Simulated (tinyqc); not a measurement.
## Junction parameters from two forward currents

Inverse problem. D(v) = J1 (exp(v/Vt) - 1) + J2 (exp(v/(2 Vt)) - 1). Find J1, J2 and the voltage 2 Vt ln(J2/J1) near which both parts are equal.

Values chosen for this exercise: temperature T = 330 K.

Constants: q = 1.602176634e-19 C, kB = 1.380649e-23 J/K, Vt = kB T/q. Results are converted to the units shown.

junction voltages (V): 0.29  0.63
currents (uA/um): 1.4660042e-5  0.0063638096

Solution. The current is linear in J1 and J2, so two points give two equations.

J1 = 1.300e-13 uA/um
J2 = 9.000e-8 uA/um
crossover = 0.7648 V

Program tinyqc, `OMP_NUM_THREADS=1 python tinyqc.py 2182238 2182239 out.jsonl`; Intel Xeon 2.30GHz, shared host, one thread, about 0.2 s.
